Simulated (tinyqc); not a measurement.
# Random telegraph noise from one oxide trap in a small MOSFET: effect of the depth of the trap from the channel interface

An acceptor-like trap exchanges electrons with the channel. Inversion charge Q = Cox u, u = n Vt W0(exp((Vg - VT)/(n Vt))), W0 the Lambert function, n = nf, Cox = eps0 eox/tox; linear regime Id = (W/L) mu Q Vd. Relative to threshold the surface potential rises by Vt ln(u/u0) and the oxide voltage by the rest of Vg - VT, with u0 = n Vt W0(1).

N = Cox u/q; dpsi = Vt ln(u/u0); E = E0 - dpsi - (xt/tox)(Vg - VT - dpsi); capture time tc = 1/[(N/zi) vth s0 exp(-xt/lt - EB/Vt)]; emission time te = tc exp(-E/Vt); occupancy te/(tc + te). A = W L; threshold step dV = q (1 - xt/tox)/(Cox A); gm/Id = 1/(u + n Vt); relative step dI/I = (gm/Id) dV + asc mu/A. fc = (1/tc + 1/te)/(2 pi); rms = (dI/I) sqrt(tc te)/(tc + te).

Values chosen for this exercise; values of the order met in silicon transistors:
- T = 300 K (temperature)
- eox = 7.71 (relative permittivity of the gate insulator (close to silicon nitride))
- tox = 3.2 nm (insulator thickness)
- E0 = 0.01 eV (trap level above the channel Fermi level at threshold)
- s0 = 4e-16 cm^2 (capture prefactor)
- EB = 0.39 eV (capture barrier (lattice relaxation))
- lt = 0.18 nm (tunnelling decay length)
- vth = 1.3e7 cm/s (thermal velocity)
- zi = 1.8 nm (thickness of the inversion layer)
- VT = 0.25 V (threshold voltage)
- nf = 1.23 (body factor)
- W = 150 nm (gate width)
- L = 61 nm (gate length)
- mu = 150 cm^2/(V s) (mobility)
- asc = 0 V s (scattering coefficient of the charged trap)
- Vd = 0.1 V (drain voltage)
- Vg = 0.34 V (gate voltage)

Constants: q = 1.602176634e-19 C, kB = 1.380649e-23 J/K, Vt = kB T/q, eps0 = 8.8541878128e-14 F/cm where lengths are in cm. Results are converted to the units shown.

Results:
```
xt (nm)	E (eV)	tc (s)	te (s)	occupancy	dI/I (%)	fc (Hz)	rms dI/I (%)
0.16	-0.02656	3.386e-4	9.459e-4	0.7364	0.7930	638.3	0.3494
0.48	-0.03218	0.002003	0.006957	0.7764	0.7096	102.3	0.2956
0.8	-0.03781	0.01185	0.05117	0.8119	0.6261	16.54	0.2447
1.12	-0.04343	0.07013	0.3763	0.8429	0.5426	2.692	0.1974
1.44	-0.04906	0.4150	2.768	0.8696	0.4591	0.4410	0.1546
2.08	-0.06031	14.53	149.7	0.9116	0.2922	0.01202	0.08295
```

Estimate the missing row, xt = 1.76 nm.

Computed row:
```
xt (nm)	E (eV)	tc (s)	te (s)	occupancy	dI/I (%)	fc (Hz)	rms dI/I (%)
1.76	-0.05469	2.455	20.36	0.8924	0.3757	0.07264	0.1164
```

With this row back in the table: As xt goes from 0.16 to 2.08, tc rises from 3.39e-4 to 14.5 s, te rises from 9.46e-4 to 150 s and dI/I falls from 0.793 to 0.292 %. tc grows a decade every lt ln 10 = 0.414 nm of depth; traps spread evenly in depth therefore give corner frequencies spread evenly on a log scale, whose sum is 1/f noise if the traps contribute equal variances.

Range of the model: VT is taken as given; short-channel effects and the uneven flow of current among few electrons are left out.

Program tinyqc, `OMP_NUM_THREADS=1 python tinyqc.py 2710103 2710104 out.jsonl`; Intel Xeon 2.30GHz, shared host, one thread, about 0.01 s.
